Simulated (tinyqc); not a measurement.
Inside a calculation: Gamma, L and X subbands of a thin body with non-parabolic valleys. Values are carried at full precision from step to step, so a last printed digit may differ when a step is redone from the rounded ones.

Hard walls, flat band, c = hbar^2/2m0, energies from the bulk Gamma edge. For a valley at angle theta to the normal 1/m_z = cos^2/ml + sin^2/mt and m_d = sqrt(ml mt^2/m_z). Subband n starts at E_v + e with e (1 + a e) = c (n pi/t)^2/m_z, and its density-of-states mass is taken as m_d (1 + 2 a e), without further growth at higher in-plane energy. Groups are named by valley and degeneracy.

Constants: hbar^2/2m0 = 3.80998211 eV angstrom^2; kB = 8.617333262e-05 eV/K.

Values chosen for the exercise (near those of a thin Ge channel; shifted at random, so the results belong to these values and not to a real crystal):
- face = 110 (surface)
- mG = 0.0383 m0 (Gamma mass)
- aG = 1.01 1/eV (Gamma non-parabolicity)
- EL = -0.161 eV (L edge above Gamma)
- mL = (1.592, 0.083) m0 (L valleys (four, along <111>): ml, mt)
- EX = 0.032 eV (X edge above Gamma)
- mX = (0.885, 0.194) m0 (Delta valleys (six, along <100>): ml, mt)
- aS = 0.54 1/eV (non-parabolicity of L and X)
- t = 56 angstrom (body thickness)
- Ns = 4.9 x 1e12/cm^2 (sheet density)
- T = 300 K (temperature)
- eot = 7 angstrom (equivalent oxide thickness)

## Valley groups

List degeneracy, edge, m_z, m_d and a.

Groups:
```
group,g,E_v (eV),m_z,m_d,a (1/eV)
G1,1,0.000,0.0383,0.0383,1.01
L2,2,-0.161,0.2255,0.2205,0.54
L2',2,-0.161,0.0830,0.3635,0.54
X4,4,0.032,0.3182,0.3235,0.54
X2,2,0.032,0.1940,0.4144,0.54
```

## Subband edges

n = 1 to 8 for each group; list the ten lowest.

Subbands:
```
subband,g,E (eV),DOS mass
L2 n=1,2,-0.1093,0.2329
L2' n=1,2,-0.0263,0.4164
L2 n=2,2,0.0317,0.2664
X4 n=1,4,0.0689,0.3364
X2 n=1,2,0.0919,0.4411
X4 n=2,4,0.1721,0.3725
L2 n=3,2,0.2335,0.3145
G1 n=1,1,0.2500,0.0576
X2 n=2,2,0.2529,0.5132
L2' n=2,2,0.3014,0.5450
```

The lowest subband is L2 n=1, 83 meV below L2' n=1; in the bulk the lowest valley is L.

## Filling and quantum capacitance

n_i = g m/(2 pi c) kB T ln(1 + exp((EF - E_i)/kB T)), sum n_i = Ns (1e12/cm^2 = 1e-4/angstrom^2), c = hbar^2/2m0. Quantum capacitance Cq = 1602.176634 sum g m/(2 pi c) f_i in microfarad/cm^2 with f_i = 1/(1 + exp((E_i - EF)/kB T)); Cox = 34.5313/eot (one gate); C/Cox = Cq/(Cq + Cox), the centroid term left out.

Over the ten listed subbands, named by valley (G, L, X), degeneracy and number.

EF = -0.1010 eV

n_i in the order of the list (1e12/cm^2): 4.353  0.487  0.034  0.020  0.005  0.000  0.000  0.000  0.000  0.000

Cq = 21.36 microfarad/cm^2
Cox = 4.933 microfarad/cm^2
C/Cox = 0.812

EF lies 8 meV above the lowest edge; Gamma holds 0 % of the electrons. The density of states is ample: only 19 % of the gate capacitance is lost.

## Checks

- Cq against the slope dNs/dEF by finite differences, microfarad/cm^2: both 21.36.

(tinyqc, `OMP_NUM_THREADS=1 python tinyqc.py 1280232 1280233 out.jsonl`, Intel(R) Xeon(R) Processor @ 2.30GHz, 1 thread, shared host, about 0.04 s.)
